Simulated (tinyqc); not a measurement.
Worked calculation (part 3 of 3): ROHF in the 6-311g basis, for H2, spin multiplicity 3. Computed by tinyqc, a small Python program that keeps every step (integrals from PySCF). Command: `OMP_NUM_THREADS=1 python tinyqc.py 30907 30908 out.jsonl` (the two numbers bound the seeds that draw the settings). One thread of a shared host (Intel(R) Xeon(R) Processor @ 2.60GHz), about 0.05 s of CPU time with the checks.

Geometry (angstrom):
```
atom         x         y         z
H     0.000000  0.000000  0.000000
H     0.000000  0.000000  1.159000
```

## Iteration 7 (converged): orbitals

converged F (hartree):
```
           1H 1s      1H 2s      1H 3s      2H 1s      2H 2s      2H 3s
1H 1s   0.589401  -0.352671  -0.361592  -0.145389  -0.219399  -0.240518
1H 2s  -0.352671  -0.173529  -0.202963  -0.219399  -0.210596  -0.191600
1H 3s  -0.361592  -0.202963  -0.094873  -0.240518  -0.191600  -0.122084
2H 1s  -0.145389  -0.219399  -0.240518   0.589401  -0.352671  -0.361592
2H 2s  -0.219399  -0.210596  -0.191600  -0.352671  -0.173529  -0.202963
2H 3s  -0.240518  -0.191600  -0.122084  -0.361592  -0.202963  -0.094873
```

X:
```
               1          2          3          4          5         6
1H 1s   0.697317  -0.906032  -0.708699   0.655418   0.484957  0.156022
1H 2s  -1.850760   1.496789   0.689803   0.102449   0.343921  0.240831
1H 3s   2.227805  -0.871992   0.794884  -0.505147   0.133920  0.251278
2H 1s  -0.697317  -0.906032   0.708699   0.655418  -0.484957  0.156022
2H 2s   1.850760   1.496789  -0.689803   0.102449  -0.343921  0.240831
2H 3s  -2.227805  -0.871992  -0.794884  -0.505147  -0.133920  0.251278
```

Diagonalise F' = X^T F X, C = X C', fill 2 alpha and 0 beta electrons from the bottom; D(s) = C_occ C_occ^T. Each column has its largest component positive (the first on a tie).

F' = X^T F X (hartree):
```
           1          2          3          4          5          6
1   1.361665   0.000000  -0.955737   0.000000   0.345319   0.000000
2   0.000000   1.938205   0.000000  -1.048258   0.000000  -0.018015
3  -0.955737   0.000000   1.316270   0.000000  -0.584571   0.000000
4   0.000000  -1.048258   0.000000   0.988104   0.000000  -0.099684
5   0.345319   0.000000  -0.584571   0.000000   0.232907   0.000000
6   0.000000  -0.018015   0.000000  -0.099684   0.000000  -0.326252
```

orbital energies (hartree): MO1 -0.340175, MO2 -0.028204, MO3 0.325686, MO4 0.452184, MO5 2.486862, MO6 2.614546

coefficients C:
```
            MO1        MO2        MO3        MO4        MO5        MO6
1H 1s  0.177475   0.174229  -0.034479  -0.065796  -1.090414  -1.114506
1H 2s  0.350025   0.452907  -0.856805  -1.094751   1.617349   1.205089
1H 3s  0.127395   0.671855   0.924741   2.047825  -0.983828  -0.455314
2H 1s  0.177475  -0.174229  -0.034479   0.065796   1.090414  -1.114506
2H 2s  0.350025  -0.452907  -0.856805   1.094751  -1.617349   1.205089
2H 3s  0.127395  -0.671855   0.924741  -2.047825   0.983828  -0.455314
```

D(alpha) after iteration 7:
```
           1H 1s      1H 2s      1H 3s      2H 1s      2H 2s      2H 3s
1H 1s   0.061853   0.141030   0.139666   0.001142  -0.016789  -0.094447
1H 2s   0.141030   0.327642   0.348879  -0.016789  -0.082607  -0.259696
1H 3s   0.139666   0.348879   0.467619  -0.094447  -0.259696  -0.435160
2H 1s   0.001142  -0.016789  -0.094447   0.061853   0.141030   0.139666
2H 2s  -0.016789  -0.082607  -0.259696   0.141030   0.327642   0.348879
2H 3s  -0.094447  -0.259696  -0.435160   0.139666   0.348879   0.467619
```

D(beta) after iteration 7:
```
          1H 1s     1H 2s     1H 3s     2H 1s     2H 2s     2H 3s
1H 1s  0.000000  0.000000  0.000000  0.000000  0.000000  0.000000
1H 2s  0.000000  0.000000  0.000000  0.000000  0.000000  0.000000
1H 3s  0.000000  0.000000  0.000000  0.000000  0.000000  0.000000
2H 1s  0.000000  0.000000  0.000000  0.000000  0.000000  0.000000
2H 2s  0.000000  0.000000  0.000000  0.000000  0.000000  0.000000
2H 3s  0.000000  0.000000  0.000000  0.000000  0.000000  0.000000
```

## Convergence

Stop when the energy changes by less than 1e-08 hartree and every element of the error matrix X^T (F D S - S D F) X is below 3e-05.

Course of the cycle:
```
iteration  E (hartree)     change  largest element of the error matrix
1           3.89452887          -                             4.58e-02
2          -0.71320555  -4.61e+00                             2.10e-01
3          -0.90546192  -1.92e-01                             4.65e-02
4          -0.91251555  -7.05e-03                             1.20e-02
5          -0.91269999  -1.84e-04                             8.70e-04
6          -0.91270086  -8.66e-07                             6.97e-05
7          -0.91270087  -9.60e-09                             2.58e-06
```

PySCF ROHF in the same basis = -0.91270087 hartree

Converged in 7 iterations.

## Populations, bond orders and dipole

overlap S:
```
          1H 1s     1H 2s     1H 3s     2H 1s     2H 2s     2H 3s
1H 1s  1.000000  0.706377  0.373664  0.047524  0.204304  0.237060
1H 2s  0.706377  1.000000  0.788963  0.204304  0.457711  0.542410
1H 3s  0.373664  0.788963  1.000000  0.237060  0.542410  0.781593
2H 1s  0.047524  0.204304  0.237060  1.000000  0.706377  0.373664
2H 2s  0.204304  0.457711  0.542410  0.706377  1.000000  0.788963
2H 3s  0.237060  0.542410  0.781593  0.373664  0.788963  1.000000
```

Mulliken: Z minus the diagonal of D S on the atom; Loewdin: the same with S^(1/2) D S^(1/2); Mayer order: 2 sum_s sum (D(s) S)_ij (D(s) S)_ji over the two atoms.

Charges (e):
```
atom  Mulliken   Loewdin  Mulliken spin
1H           0         0       1.000000
2H           0  0.000000       1.000000
```

Mayer bond orders:
```
pair      order
2-1   -0.211372
```

dipole moment about the origin, x y z (debye): 0.000000  0.000000  0.000000
